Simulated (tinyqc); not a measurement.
Inside a calculation: five-level k.p model folded onto the conduction band. Values are carried at full precision from step to step, so a last printed digit may differ when a step is redone from the rounded ones.

Second-order sums for the lowest conduction level at E: 1/m = 1 + Cm + (Ep/3)(2/E + 1/(E + Dso)) - (Ep2/3)(2/(E7 + D2 - E) + 1/(E7 - E)); g/2 = 1 + Cg - (Ep/3)(1/E - 1/(E + Dso)) - (Ep2/3)(1/(E7 - E) - 1/(E7 + D2 - E)). E is counted from the top of the valence band; E = Eg at the edge.

Constants: hbar^2/2m0 = 3.80998211 eV angstrom^2.

Inputs chosen for the exercise (near those of GaSb; the results hold for these values, not for the real material): Eg = 0.814 eV (gap at Gamma to the s-like level); Dso = 0.752 eV (spin-orbit splitting); Ep = 27.2 eV (Kane energy); E7 = 3.21 eV (upper Gamma7 conduction level, from the valence top); D2 = 0.32 eV (its spin-orbit splitting, Gamma8 above Gamma7); Ep2 = 5 eV (Kane energy to the upper levels); Cm = -1.6 (remote term in 1/m); Cg = 0 (remote term in g/2); k = 0.03 1/angstrom (wave vector along z).

## Mass and g factor term by term

Evaluate at E = Eg.

Terms:
```
level           part of 1/m  part of g
free + remote       -0.6000     2.0000
Gamma8 valence      22.2768   -22.2768
Gamma7 valence       5.7897    11.5794
Gamma8 upper        -1.2273     1.2273
Gamma7 upper        -0.6956    -1.3912
```

m = 0.0391 m0
g = -8.861

The valence levels give 28.07 to 1/m and the upper levels take 1.92 away. In g the two valence terms nearly cancel when Dso is small against Eg; here Dso/Eg = 0.92 and they leave -10.697, the upper pair -0.164.

## The matrix at one k

For k along z and one spin sector the level c couples to four states. With c0 = hbar^2/2m0, P = sqrt(Ep c0), P2 = sqrt(Ep2 c0): diagonal Eg + (1 + Cm) c0 k^2 for c, and 0, -Dso, E7 + D2, E7 for lh, so, G8 up, G7 up (their own dispersion is left out); couplings of c: sqrt(2/3) P k to lh, sqrt(1/3) P k to so, sqrt(2/3) P2 k to G8 up, sqrt(1/3) P2 k to G7 up (phases chosen real).

Fill in the matrix.

H (eV), rows c, lh, so, G8 up, G7 up and columns alike:
```
[[0.81194, 0.24936, 0.17632, 0.10691, 0.07560],
 [0.24936, 0, 0, 0, 0],
 [0.17632, 0, -0.75200, 0, 0],
 [0.10691, 0, 0, 3.53000, 0],
 [0.07560, 0, 0, 0, 3.21000]]
```

## Exact folding onto c

Solve E = H_cc + S(E), S(E) = sum_j H_cj^2/(E - H_jj), from E = H_cc, by plain substitution and by Newton steps on E - H_cc - S(E). The weight of c in the state is Z = 1/(1 - dS/dE). The exact level is the third eigenvalue of H from below.

Iterates (eV):
```
step  substitution   Newton
0          0.81194  0.81194
1          0.90181  0.89294
2          0.89287  0.89361
3          0.89368  0.89361
4          0.89361  0.89361
5          0.89361  0.89361
6          0.89361  0.89361
7          0.89361  0.89361
```

exact level = 0.89361 eV
Z = 0.9157

Substitution multiplies the error by about dS/dE = 1 - 1/Z = -0.092 a step, so it alternates; after 7 steps it is off by 5.0e-09 eV, while Newton is within 1e-5 eV from step 2 on.

## Loewdin series

Expanding E = H_cc + S(E) about Eg in powers of k^2, with s_n = sum_j H_cj^2/(Eg - H_jj)^n: order k^2: e2 = (1 + Cm) c0 k^2 + s1; order k^4: e4 = -s2 e2; order k^6: e6 = s3 e2^2 + s2^2 e2.

Give each order and the partial sums, counted from Eg.

s1 (eV), s2 (no unit), s3 (1/eV); (1 + Cm) c0 k^2 is H_cc - Eg: [0.08965, 0.10906, 0.12239]

e2, e4, e6 (eV): [0.08759, -0.00955, 0.00198]

partial sums (eV): [0.08759, 0.07804, 0.08002]

The exact value is 0.07961 eV; the errors of the partial sums are +7.97, -1.58 and +0.40 meV.

## Checks

- Curvature of the exact level at small k against the sum for 1/m: both 25.544.

Computed by tinyqc, a small Python program: `OMP_NUM_THREADS=1 python tinyqc.py 1051524 1051525 out.jsonl` (the numbers bound the seed that draws the inputs); one thread of a shared host (Intel(R) Xeon(R) Processor @ 2.30GHz), about 0.01 s for the whole set of steps.
